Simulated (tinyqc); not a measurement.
# Superjunction drift layer against a plain one, charge balance: effect of the charge imbalance (Nn - Np)/N

Alternating n and p pillars of equal width wp, doping N and length Lp. When depleted, the lateral field peaks at Ex = q N wp/(2 eps0 eps_r) at the pillar junctions and a uniform vertical field Ey is added; breakdown is taken where Ex^2 + Ey^2 = Ef^2. Only the n pillars conduct, narrowed by the zero-bias depletion. A first-order model: the field peaks at the pillar ends are left out.

Ec(N) = E16 (N/1e16 cm^-3)^(1/8), mu(N) = mi + (mx - mi)/(1 + (N/Nr)^0.9). Plain drift layer for BV: N solves BV = eps0 eps_r Ec(N)^2/(2 q N), W = 2 BV/Ec, Rsp = W/(q mu N). Ex = a Ef gives N = 2 eps0 eps_r a Ef/(q wp); Ey = Ef sqrt(1 - a^2); Lp = BV/Ey; xd = sqrt(eps0 eps_r Vb/(q N)) on each side; Rsp = 2 Lp/(q mu(N) N (1 - 2 xd/wp)). An imbalance dl leaves the mean net doping |dl| N/2, which tilts the vertical field by s = q |dl| N/(2 eps0 eps_r): BV(dl) = Ey Lp - s Lp^2/2, or Ey^2/(2 s) if the field reaches zero inside the pillar.

Inputs (values chosen for the exercise); values close to those of silicon:
- eps_r = 11.9 (relative permittivity of the semiconductor)
- E16 = 0.385 MV/cm (critical field at a doping of 1e16 cm^-3)
- mx = 1390 cm^2/(V s) (mobility at low doping)
- mi = 93.2 cm^2/(V s) (mobility at high doping)
- Nr = 1.3e17 cm^-3 (reference doping of the mobility)
- BV = 320 V (wanted breakdown voltage)
- wp = 2 um (width of each pillar)
- Ef = 0.29 MV/cm (critical field inside the pillars)
- a = 0.7 (lateral peak field as a share of Ef)
- Vb = 0.8 V (built-in voltage of the pillar junctions)

Constants: q = 1.602176634e-19 C, eps0 = 8.8541878128e-14 F/cm where lengths are in cm. Results are converted to the units shown.

The same in every row: N (cm^-3) = 1.3350e16; Lp (um) = 15.451; Rsp, pillars (mohm cm^2) = 1.4515; Rsp, plain (mohm cm^2) = 12.679.

Results:

| dl (%) | BV(dl) (V) |
|---|---|
| 0 | 320.00 |
| 1 | 307.88 |
| 4 | 271.53 |
| 6 | 247.30 |
| 9 | 210.95 |
| 13 | 162.49 |
| 20 | 105.64 |

Estimate the missing row, dl = 2 %.

Computed row:

| dl (%) | BV(dl) (V) |
|---|---|
| 2 | 295.77 |

With this row back in the table: As dl goes from 0 to 20 %, Rsp of the pillars stays at 1.45 mohm cm^2 and BV with the imbalance falls from 320 to 106 V. The loss is linear in |dl| while the field reaches through the pillar; it passes 10 % at |dl| = 2.64 %.

tinyqc, about 0.01 s, one thread, Intel Xeon 2.30GHz (shared host): `OMP_NUM_THREADS=1 python tinyqc.py 2590056 2590057 out.jsonl`
